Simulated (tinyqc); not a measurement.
Two-band k.p model of the Delta valleys near the X point under shear strain: sweeps and comparisons. A value that a table varies takes the place of the one given here.

Valley pair on the [001] axis, kz counted from the X point, c = hbar^2/2m0, k0 = kx0 2 pi/a. H = (c kz^2/ml + c (kx^2 + ky^2)/mt + c k0^2/ml) 1 + (2 c k0 kz/ml) sigma_z + (D exy - 2 c kx ky/Mp) sigma_x, so E = c kz^2/ml + c (kx^2 + ky^2)/mt + c k0^2/ml -/+ sqrt((2 c k0 kz/ml)^2 + (D exy - 2 c kx ky/Mp)^2). Without strain the lower band has its minima, E = 0, at kz = +/- k0. Shifts from diagonal strain are left out.

For |eta| < 1: k_min = k0 sqrt(1 - eta^2), E_min = -Delta eta^2/2, ml(eta) = ml/(1 - eta^2), 1/m[110] = 1/mt + eta/Mp, 1/m[1-10] = 1/mt - eta/Mp. For |eta| > 1 the minimum sits at X: E_min = -Delta (2 |eta| - 1)/2, ml(eta) = ml/(1 - 1/|eta|), and eta is replaced by its sign in the transverse masses. Here Delta = 2 c k0^2/ml and eta = D exy/Delta.

s11 = (C11 + C12)/((C11 - C12)(C11 + 2 C12)), s12 = -C12/((C11 - C12)(C11 + 2 C12)), s44 = 1/C44; exx = s11 sxx + s12 (syy + szz) and cyclic, exy = s44 sxy/2; tension is positive. A uniaxial stress X along the unit vector n is s_ij = X n_i n_j.

Constants: hbar^2/2m0 = 3.80998211 eV angstrom^2; kB = 8.617333262e-05 eV/K.

Inputs chosen for the exercise (near those of Si; shifted at random, so the results belong to these values and not to a real crystal): a = 5.42 angstrom (lattice constant); ml = 0.909 m0 (longitudinal mass); mt = 0.198 m0 (transverse mass); kx0 = 0.145 2 pi/a (distance of the minimum from X); D = 12.9 eV (shear deformation potential); Mp = 0.243 m0 (coupling mass); C11 = 168.4 GPa; C12 = 63.1 GPa; C44 = 79 GPa; Xu = 9.53 eV (uniaxial potential); T = 400 K (temperature); exy = -0.026 (shear strain).

## Sweep of the shear strain

Delta = 2 c k0^2/ml, eta = D exy/Delta.

The minimum:

| exy | eta | k_min/k0 | E_min (meV) | ml(eta) | m[110] | m[1-10] | density-of-states mass |
|---|---|---|---|---|---|---|---|
| 0.0000 | 0.000 | 1.000 | 0.0 | 0.909 | 0.1980 | 0.1980 | 0.329 |
| 0.0018 | 0.098 | 0.995 | -1.1 | 0.918 | 0.1834 | 0.2152 | 0.331 |
| 0.0046 | 0.251 | 0.968 | -7.4 | 0.970 | 0.1644 | 0.2488 | 0.341 |
| 0.0092 | 0.501 | 0.865 | -29.7 | 1.214 | 0.1406 | 0.3346 | 0.385 |
| 0.0138 | 0.752 | 0.660 | -66.9 | 2.089 | 0.1228 | 0.5108 | 0.508 |
| 0.0165 | 0.899 | 0.439 | -95.6 | 4.724 | 0.1143 | 0.7394 | 0.736 |
| 0.0220 | 1.198 | 0.000 | -165.4 | 5.495 | 0.1091 | 1.0692 | 0.862 |
| 0.0294 | 1.601 | 0.000 | -260.8 | 2.421 | 0.1091 | 1.0692 | 0.656 |

The valleys reach X at eta = 1, that is exy = 0.0184. The shift is quadratic up to eta = 1 (-7.4 meV at eta = 0.25, -29.7 meV at 0.50) and linear beyond, while 1/m[110] rises linearly, taking m[110] from 0.198 to its floor 0.1091, a gain of 81 % in 1/m. ml(eta) diverges at eta = 1; the largest value listed is 5.50. A deformation-potential model with fixed masses misses all of this.

## Tension along [110]: repopulation and mass change

The z valleys move against the x and y valleys by Xu (ezz - exx) and, through the shear, by E_min. Share of the z valleys n = w/(w + 2 exp(dE/kT)), dE the total relative shift, w = sqrt(ml(eta) m[110] m[1-10]/(ml mt^2)). Along [110]: 1/m_c = n/m[110] + (1 - n)(1/ml + 1/mt)/2. Fixed masses means E_min = 0, w = 1, m[110] = mt. Gains are against 3/(1/ml + 2/mt) at a fixed scattering time.

Results:

| X (GPa) | Xu (ezz - exx) (meV) | E_min (meV) | m[110] | m_c fixed masses | m_c with shear | gain fixed (%) | gain with shear (%) |
|---|---|---|---|---|---|---|---|
| 0.00 | 0.0 | 0.0 | 0.1980 | 0.2678 | 0.2678 | 0.0 | 0.0 |
| 0.25 | -11.3 | -0.2 | 0.1913 | 0.2574 | 0.2524 | 4.0 | 6.1 |
| 0.50 | -22.6 | -0.9 | 0.1850 | 0.2472 | 0.2360 | 8.3 | 13.5 |
| 1.00 | -45.3 | -3.5 | 0.1736 | 0.2294 | 0.2042 | 16.8 | 31.1 |
| 1.50 | -67.9 | -7.9 | 0.1635 | 0.2165 | 0.1790 | 23.7 | 49.7 |
| 2.00 | -90.5 | -14.1 | 0.1546 | 0.2083 | 0.1613 | 28.6 | 66.0 |
| 3.00 | -135.8 | -31.7 | 0.1393 | 0.2009 | 0.1403 | 33.3 | 90.9 |

At 1 GPa repopulation alone gives 16.8 % and the shear terms raise it to 31.1 %. From 2 to 3 GPa the fixed-mass gain grows by 4.7 points, towards its ceiling of 35.3 % when all electrons sit in the z valleys, whereas the gain with shear grows by 24.9 points because m[110] keeps falling.

## What each parameter does

Delta = 2 c k0^2/ml, eta = D exy/Delta. Each row changes one parameter from the base and keeps the others.

Results:

| case | eta | E_min (meV) | ml(eta) (m0) | m[110] (m0) | m[1-10] (m0) |
|---|---|---|---|---|---|
| base | -1.4160 | -216.97 | 3.0939 | 1.0692 | 0.1091 |
| ml = 0.97263 m0 | -1.5152 | -224.72 | 2.8606 | 1.0692 | 0.1091 |
| mt = 0.18414 m0 | -1.4160 | -216.97 | 3.0939 | 0.7602 | 0.1048 |
| kx0 = 0.13485 2 pi/a | -1.6372 | -232.97 | 2.3355 | 1.0692 | 0.1091 |
| D = 13.803 eV | -1.5152 | -240.45 | 2.6735 | 1.0692 | 0.1091 |
| Mp = 0.26001 m0 | -1.4160 | -216.97 | 3.0939 | 0.8302 | 0.1124 |
| exy = -0.02782 | -1.5152 | -240.45 | 2.6735 | 1.0692 | 0.1091 |

The largest shifts from the base row, up to three for each result and ties (the steps differ in size, so this ranks the rows, not the parameters). eta: kx0 -0.2212, D -0.0991, exy -0.0991, ml -0.0991; unchanged at the printed digits by mt and Mp. E_min (meV): D -23.48, exy -23.48, kx0 -16.00; unchanged at the printed digits by mt and Mp. ml(eta) (m0): kx0 -0.7584, D -0.4204, exy -0.4204; unchanged at the printed digits by mt and Mp. m[110] (m0): mt -0.3090, Mp -0.2390; unchanged at the printed digits by ml, kx0, D and exy. m[1-10] (m0): mt -0.0043, Mp +0.0033; unchanged at the printed digits by ml, kx0, D and exy.

Run: tinyqc, `OMP_NUM_THREADS=1 python tinyqc.py 1080523 1080524 out.jsonl`; Intel(R) Xeon(R) Processor @ 2.30GHz, one thread, shared host; about 0.01 s of CPU time with all checks.
